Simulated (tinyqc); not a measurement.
# Thermal resistances of a two-die stack

Question. Heat leaves through the lower die only, and the system is linear. Find the resistance R1 from the lower die to the coolant, R2 between the dies, and the rise of the upper die when both are powered.

Inputs (values chosen for the exercise):

| symbol | value | unit | meaning |
|---|---|---|---|
| P1 | 13 | W | power of the lower die |
| P2 | 18 | W | power of the upper die |

rises of the lower and upper die with only the lower one powered (K): [5.72, 5.72]
rises of the lower and upper die with only the upper one powered (K): [7.92, 15.84]

Answer. With only the lower die powered no heat crosses R2, so both dies rise by P1 R1; the difference in the second test is P2 R2; rises add.

R1 = 0.440 K/W
R2 = 0.440 K/W
rise of the upper die = 21.6 K

tinyqc, about 0.05 s, one thread, Intel Xeon 2.30GHz (shared host): `OMP_NUM_THREADS=1 python tinyqc.py 2162204 2162205 out.jsonl`
